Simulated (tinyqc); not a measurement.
Exchange-only LDA atom on a uniform radial grid, spin-unpolarised, for Li+, step by step. Computed by tinyqc, a small Python program that keeps every step. Settings: Z = 3, points = 128, R = 7.4, functional = Slater exchange alone, mixing = 1.0, iteration cap = 55. Command: `OMP_NUM_THREADS=1 python tinyqc.py 31821 31822 out.jsonl` (the two numbers bound the seeds that draw the settings). One thread of a shared host (Intel(R) Xeon(R) Processor @ 2.60GHz), about 0.04 s of CPU time with the checks. Later iterations appear only in the table of the cycle.

## Iteration 1

Spherical atom on a uniform radial grid r_j = j h with h = R/(N + 1), h sum u^2 = 1 and integrals as h times sums, u(0) = u(R) = 0 (atomic units):

| parameter | value |
|---|---|
| Z | 3 |
| points N | 128 |
| R | 7.400000 |
| h | 0.057364 |
| mixing | 1.000000 |
| electrons in 1s | 2 |

Three-point differences turn -u''/2 + [l(l+1)/2r^2 - Z/r + V] u = e u into a tridiagonal matrix (diagonal 1/h^2 + potential, off-diagonal -1/2h^2). D = sum f u^2; the Hartree potential y/r solves y'' = -D/r with y(0) = 0, y(R) = N_e; v_xc comes from rho = D/(4 pi r^2); E = sum f e - int D V + int D (V_H/2 + eps_xc); V(new) = V + mixing (V_H + v_xc - V).

eigenvalues (hartree): 1s -4.46717

Every 8th grid point:

| r | V in | u(1s) | D | V_H | v_xc |
|---|---|---|---|---|---|
| 0.45891 | 0.00000 | 1.20303 | 2.89455 | 3.69494 | -1.01459 |
| 0.91783 | 0.00000 | 0.61137 | 0.74755 | 2.14532 | -0.40703 |
| 1.37674 | 0.00000 | 0.23302 | 0.10860 | 1.45072 | -0.16329 |
| 1.83566 | 0.00000 | 0.07895 | 0.01247 | 1.08941 | -0.06551 |
| 2.29457 | 0.00000 | 0.02508 | 0.00126 | 0.87161 | -0.02628 |
| 2.75349 | 0.00000 | 0.00765 | 0.00012 | 0.72635 | -0.01054 |
| 3.21240 | 0.00000 | 0.00227 | 1.03e-05 | 0.62259 | -0.00423 |
| 3.67132 | 0.00000 | 0.00066 | 8.66e-07 | 0.54476 | -0.00170 |
| 4.13023 | 0.00000 | 0.00019 | 7.08e-08 | 0.48423 | -0.00068 |
| 4.58915 | 0.00000 | 0.00005 | 5.64e-09 | 0.43581 | -0.00027 |
| 5.04806 | 0.00000 | 1.48e-05 | 4.41e-10 | 0.39619 | -0.00011 |
| 5.50698 | 0.00000 | 4.12e-06 | 3.39e-11 | 0.36318 | -4.39e-05 |
| 5.96589 | 0.00000 | 1.13e-06 | 0 | 0.33524 | -1.76e-05 |
| 6.42481 | 0.00000 | 3.09e-07 | 0 | 0.31129 | 0.00000 |
| 6.88372 | 0.00000 | 7.99e-08 | 0 | 0.29054 | 0.00000 |
| 7.34264 | 0.00000 | 6.37e-09 | 0 | 0.27238 | 0.00000 |

total energy = -6.7957531 hartree

## Iteration 2

As before.

eigenvalues (hartree): 1s -1.88869

Every 8th grid point:

| r | V in | u(1s) | D | V_H | v_xc |
|---|---|---|---|---|---|
| 0.45891 | 2.68035 | 1.12254 | 2.52020 | 3.38058 | -0.96882 |
| 0.91783 | 1.73829 | 0.72896 | 1.06277 | 2.09011 | -0.45768 |
| 1.37674 | 1.28743 | 0.37929 | 0.28772 | 1.44246 | -0.22595 |
| 1.83566 | 1.02390 | 0.18181 | 0.06611 | 1.08822 | -0.11424 |
| 2.29457 | 0.84533 | 0.08368 | 0.01401 | 0.87145 | -0.05869 |
| 2.75349 | 0.71581 | 0.03763 | 0.00283 | 0.72633 | -0.03050 |
| 3.21240 | 0.61836 | 0.01667 | 0.00056 | 0.62258 | -0.01600 |
| 3.67132 | 0.54307 | 0.00731 | 0.00011 | 0.54476 | -0.00844 |
| 4.13023 | 0.48355 | 0.00318 | 2.02e-05 | 0.48423 | -0.00448 |
| 4.58915 | 0.43554 | 0.00137 | 3.77e-06 | 0.43581 | -0.00239 |
| 5.04806 | 0.39608 | 0.00059 | 6.98e-07 | 0.39619 | -0.00128 |
| 5.50698 | 0.36313 | 0.00025 | 1.28e-07 | 0.36318 | -0.00068 |
| 5.96589 | 0.33522 | 0.00011 | 2.31e-08 | 0.33524 | -0.00037 |
| 6.42481 | 0.31129 | 4.48e-05 | 4.01e-09 | 0.31129 | -0.00019 |
| 6.88372 | 0.29054 | 1.67e-05 | 5.57e-10 | 0.29054 | -0.00010 |
| 7.34264 | 0.27238 | 1.60e-06 | 0 | 0.27238 | -1.93e-05 |

total energy = -6.9401890 hartree

## Iteration 3

As before.

eigenvalues (hartree): 1s -2.15290

Every 8th grid point:

| r | V in | u(1s) | D | V_H | v_xc |
|---|---|---|---|---|---|
| 0.45891 | 2.41175 | 1.14367 | 2.61596 | 3.46146 | -0.98094 |
| 0.91783 | 1.63244 | 0.70405 | 0.99137 | 2.10586 | -0.44719 |
| 1.37674 | 1.21651 | 0.34639 | 0.23997 | 1.44518 | -0.21268 |
| 1.83566 | 0.97399 | 0.15676 | 0.04915 | 1.08868 | -0.10349 |
| 2.29457 | 0.81276 | 0.06799 | 0.00924 | 0.87152 | -0.05110 |
| 2.75349 | 0.69582 | 0.02876 | 0.00165 | 0.72634 | -0.02550 |
| 3.21240 | 0.60659 | 0.01197 | 0.00029 | 0.62259 | -0.01283 |
| 3.67132 | 0.53632 | 0.00493 | 4.85e-05 | 0.54476 | -0.00649 |
| 4.13023 | 0.47975 | 0.00201 | 8.09e-06 | 0.48423 | -0.00330 |
| 4.58915 | 0.43342 | 0.00082 | 1.33e-06 | 0.43581 | -0.00169 |
| 5.04806 | 0.39491 | 0.00033 | 2.17e-07 | 0.39619 | -0.00087 |
| 5.50698 | 0.36249 | 0.00013 | 3.51e-08 | 0.36318 | -0.00044 |
| 5.96589 | 0.33487 | 0.00005 | 5.62e-09 | 0.33524 | -0.00023 |
| 6.42481 | 0.31110 | 2.08e-05 | 8.68e-10 | 0.31129 | -0.00012 |
| 6.88372 | 0.29044 | 7.41e-06 | 1.10e-10 | 0.29054 | -0.00006 |
| 7.34264 | 0.27236 | 6.94e-07 | 0 | 0.27238 | 0.00000 |

total energy = -6.9483351 hartree

## Convergence

Stop when input and output potentials agree to 1e-7.

Course of the cycle (hartree):

| iteration | E | e(1s) | largest \|V(out) - V(in)\| |
|---|---|---|---|
| 1 | -6.7957531 | -4.46717 | 3.66e+00 |
| 2 | -6.9401890 | -1.88869 | 6.51e-01 |
| 3 | -6.9483351 | -2.15290 | 1.58e-01 |
| 4 | -6.9488282 | -2.08568 | 3.89e-02 |
| 5 | -6.9488579 | -2.10198 | 9.56e-03 |
| 6 | -6.9488597 | -2.09796 | 2.35e-03 |
| 7 | -6.9488598 | -2.09895 | 5.78e-04 |
| 8 | -6.9488599 | -2.09871 | 1.42e-04 |
| 9 | -6.9488599 | -2.09877 | 3.49e-05 |
| 10 | -6.9488599 | -2.09875 | 8.58e-06 |
| 11 | -6.9488599 | -2.09876 | 2.11e-06 |
| 12 | -6.9488599 | -2.09875 | 5.18e-07 |
| 13 | -6.9488599 | -2.09875 | 1.27e-07 |
| 14 | -6.9488599 | -2.09875 | 3.13e-08 |

Converged in 14 iterations. A uniform grid resolves the cusp poorly: for a bare nucleus this grid gives 1s at -4.46717 against -Z^2/2 = -4.5 hartree. Before convergence this energy mixes input and output and is not variational, so it may rise towards its limit.
